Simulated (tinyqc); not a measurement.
Enthalpies against pressure: pressure-driven transition between two phases with analytic equations of state. Computed by tinyqc, a small Python program. Command: `OMP_NUM_THREADS=1 python tinyqc.py 3007392 3007393 out.jsonl transition walk`. One thread of a shared host (Intel(R) Xeon(R) Processor @ 2.30GHz), about 0.05 s of CPU time with the checks.

Each phase obeys E = E0 + (9 B0 V0/h^2) {1 + [h (1 - x) - 1] exp(h (1 - x))}, P = 3 B0 (1 - x) x^-2 exp(h (1 - x)), x = (V/V0)^(1/3), h = (3/2)(B' - 1); E0 = 0 for phase 1 and Delta E0 for phase 2. H = E + P V.

Inputs (values chosen for the exercise, for two model phases):
```
quantity                                   value             unit
volume V0 of phase 1                        20.8  angstrom^3/atom
B0 of phase 1                                184              GPa
B' of phase 1                               3.88                -
volume V0 of phase 2                        17.6  angstrom^3/atom
B0 of phase 2                                235              GPa
B' of phase 2                               4.35                -
energy of phase 2 above phase 1, Delta E0   0.28          eV/atom
```

Equation of state: Vinet.

Constants: 1 eV/angstrom^3 = 160.2176634 GPa.

Method. Start from P = Delta E0/(V0 of phase 1 - V0 of phase 2); at each P solve P(V) = P for both phases and step P(new) = P - (H_2 - H_1)/(V_2 - V_1); stop when |H_2 - H_1| < 1e-10 eV. At the zero-temperature transition the volume change is V_2/V_1 - 1 and the work is P (V_1 - V_2). For each P solve P(V) = P in both phases.

transition pressure = 15.2046 GPa

V_1 at the transition = 19.3559 angstrom^3

V_2 at the transition = 16.6218 angstrom^3

Both phases:
```
P (GPa)  V_1 (angstrom^3)  V_2 (angstrom^3)  H_2 - H_1 (meV/atom)   stable
0.0                20.800            17.600                280.00  phase 1
3.8                20.391            17.327                205.75  phase 1
7.6                20.017            17.075                134.55  phase 1
11.0               19.709            16.865                 73.17  phase 1
14.0               19.454            16.690                 20.67  phase 1
16.0               19.292            16.578                -13.52  phase 2
20.0               18.986            16.365                -80.11  phase 2
24.0               18.701            16.165               -144.47  phase 2
```

H_2 - H_1 changes with slope V_2 - V_1, from -3.200 to -2.536 angstrom^3 per atom over the table, and passes zero at 15.20 GPa. An error of 10 meV per atom in Delta E0 moves the transition by about 0.59 GPa.
